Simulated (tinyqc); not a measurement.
MOS structure on a p-type body with a surface-enhanced doping, non-linear Poisson equation by Newton steps: one step of the calculation.

One dimension, insulator interface at x = 0, acceptor density Na + N0 exp(-x/Ls), net doping C = -(acceptor density). psi is counted from the intrinsic level: n = ni exp((psi - Vb)/Vt), p = ni exp(-psi/Vt); deep in the body psi_b = -Vt ln(Na/ni). The gate acts through Cox = eps0 eox/tox and has the potential psi_G = Vg - (phiM - chi - Vt ln(Nc/ni)). Boltzmann statistics, full ionisation, classical densities, no oxide or interface charge.

Task. Converged densities and sheet charges. n and p as above; box widths w_i (half boxes at both ends); band bending psi_0 - psi_b; N_inv = sum w n; N_dep = -sum w (p + C); centroid sum w n x/N_inv; gate charge Cox (psi_G - psi_0)/q.

Inputs (values chosen for the exercise); band and dielectric values those of a made-up semiconductor:
- T = 400 K (temperature)
- Eg = 1.01 eV (band gap)
- Nc = 3.28e19 cm^-3 (conduction-band density of states at T)
- Nv = 3.9e19 cm^-3 (valence-band density of states at T)
- chi = 4.89 eV (electron affinity)
- eox = 3.9 (relative permittivity of the gate insulator (close to silicon dioxide))
- tox = 11 nm (insulator thickness)
- phiM = 5 eV (gate work function)
- Vb = 0 V (electron quasi-Fermi potential against the body)
- Vg = 1.85 V (gate voltage against the body)

Constants: q = 1.602176634e-19 C, kB = 1.380649e-23 J/K, Vt = kB T/q, eps0 = 8.8541878128e-14 F/cm where lengths are in cm. Results are converted to the units shown.

x, node 0 to 14 (nm): [0, 0.4, 1.05, 2.11, 3.83, 6.64, 11.2, 18.6, 30.7, 50.4, 82.4, 135, 219, 357, 582]
converged psi, node 0 to 14 (V): [0.47996181, 0.46112608, 0.43596536, 0.40223955, 0.35578914, 0.28874391, 0.19220131, 0.06063695, -0.09879913, -0.24480559, -0.29684651, -0.29619474, -0.29363982, -0.29333296, -0.29332572]
net doping C, node 0 to 14 (cm^-3): [-4.87e17, -4.8206030e17, -4.7415990e17, -4.6160536e17, -4.4207272e17, -4.1227297e17, -3.6900275e17, -3.1034564e17, -2.3871801e17, -1.6602208e17, -1.1075699e17, -8.3856849e16, -7.7537833e16, -7.7008213e16, -7.7000009e16]
ni = 1.5514910e13 cm^-3

Find: n; p; band bending; N_inv; N_dep; centroid of the electrons; gate charge over q.

Result.

n, node 0 to 14 (cm^-3): [1.7298e19, 1.0016e19, 4.8269e18, 1.8144e18, 4.7151e17, 6.7416e16, 4.0962e15, 9.0103e13, 8.8295e11, 1.2774e10, 2.8226e9, 2.8765e9, 3.0978e9, 3.1255e9, 3.1261e9]
p, node 0 to 14 (cm^-3): [1.3915e7, 2.4033e7, 4.9869e7, 1.3266e8, 5.1051e8, 3.5706e9, 5.8765e10, 2.6715e12, 2.7262e14, 1.8844e16, 8.5281e16, 8.3683e16, 7.7705e16, 7.7016e16, 7.7000e16]
band bending = 0.77329 V
N_inv = 1.6709e12 cm^-2
N_dep = 1.7816e12 cm^-2
centroid of the electrons = 1.0647 nm
gate charge over q = 3.4525e12 cm^-2

N_inv + N_dep is within 0.01 % of the gate charge.

Numbers from tinyqc (`OMP_NUM_THREADS=1 python tinyqc.py 2080116 2080117 out.jsonl`; about 0.7 s on one thread of a shared Intel Xeon 2.30GHz).
